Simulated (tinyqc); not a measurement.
Inside a calculation: band gaps under pressure and temperature from deformation potentials. Values are carried at full precision from step to step, so a last printed digit may differ when a step is redone from the rounded ones.

Murnaghan: V/V0 = (1 + Bp P/B0)^(-1/Bp), B0 = (C11 + 2 C12)/3. Each gap moves by a ln(V/V0) with its volume potential a, and falls with temperature by aV T^2/(T + bV) (Varshni); the two effects are added. No change of phase is considered.

Inputs chosen for the exercise (near those of GaAs, the X and L potentials typical of such crystals; the results hold for these values, not for the real material): C11 = 122.3 GPa; C12 = 56.1 GPa; Bp = 4.01 (pressure derivative of the bulk modulus); P = 1.1 GPa (pressure); Eg = 1.52 eV (gap at Gamma to the s-like level at 0 K, 0 GPa); EgX = 1.955 eV (gap to X at 0 K, 0 GPa); EgL = 1.841 eV (gap to L at 0 K, 0 GPa); aG = -8.23 eV (volume potential of the Gamma gap); aX = 1.38 eV (volume potential of the X gap); aL = -3.51 eV (volume potential of the L gap); aV = (0.514, 0.456, 0.624) meV/K (Varshni alpha of Gamma, X, L); bV = (211, 209, 200) K (Varshni beta of Gamma, X, L); T = 500 K (temperature); aT = 5.6 1e-6/K (linear thermal expansion near 300 K).

## Volume under pressure

Give B0, V/V0, ln(V/V0), the change of the lattice constant and the linear estimate -P/B0.

B0 = 78.17 GPa
V/V0 = 0.98640
ln(V/V0) = -0.01369
change of a = -0.455 %
-P/B0 = -0.01407

The stiffening under pressure makes the compression 2.7 % smaller than the linear estimate.

## Gaps at P and T

Give both shifts and the gaps.

pressure shifts (eV): Gamma 0.1127, X -0.0189, L 0.0481

temperature shifts (eV): Gamma -0.1807, X -0.1608, L -0.2229

gaps (eV): Gamma 1.4519, X 1.7753, L 1.6662

The lowest valley is Gamma (direct gap), 214 meV below L; at 0 K and 0 GPa it is Gamma.

## Pressure coefficients

Expand in P: E = E0 + c1 P + c2 P^2 with c1 = -a/B0 and c2 = a Bp/(2 B0^2).

c1 (meV/GPa): Gamma 105.29, X -17.65, L 44.90

c2 (meV/GPa^2): Gamma -2.701, X 0.453, L -1.152

Gamma and L rise under pressure and X falls, as the signs of the volume potentials say.

## Pressures at which the valleys cross

Two gaps meet at ln(V/V0) = -(E_i - E_j)/(a_i - a_j), with the gaps at T and P = 0; then P = (B0/Bp)(exp(-Bp ln(V/V0)) - 1). A dash marks expansion or a compression beyond ln(V/V0) = -0.3.

Crossings:

| pair | E_i - E_j (eV) | ln(V/V0) | P (GPa) |
|---|---|---|---|
| Gamma-X | -0.4549 | -0.0473 | 4.08 |
| Gamma-L | -0.2789 | -0.0591 | 5.21 |
| L-X | -0.1761 | -0.0360 | 3.03 |

The lowest valley changes at 4.08 GPa (Gamma to X).

## How much of dE/dT is thermal expansion

At 300 K: dE/dT = -aV T (T + 2 bV)/(T + bV)^2; expansion alone gives 3 aT a; the rest is electron-phonon coupling.

dE/dT (meV/K): Gamma -0.4264, X -0.3791, L -0.5242

from expansion (meV/K): Gamma -0.1383, X 0.0232, L -0.0590

remainder (meV/K): Gamma -0.2881, X -0.4023, L -0.4652

Expansion supplies 32 % of the slope at Gamma and 11 % at L; at X it works against the fall.

## Checks

- Slope of the Gamma gap at P = 0 by finite differences against c1 (meV/GPa): both 105.29.

Computed by tinyqc, a small Python program: `OMP_NUM_THREADS=1 python tinyqc.py 1081215 1081216 out.jsonl` (the numbers bound the seed that draws the inputs); one thread of a shared host (Intel(R) Xeon(R) Processor @ 2.30GHz), about 0.01 s for the whole set of steps.
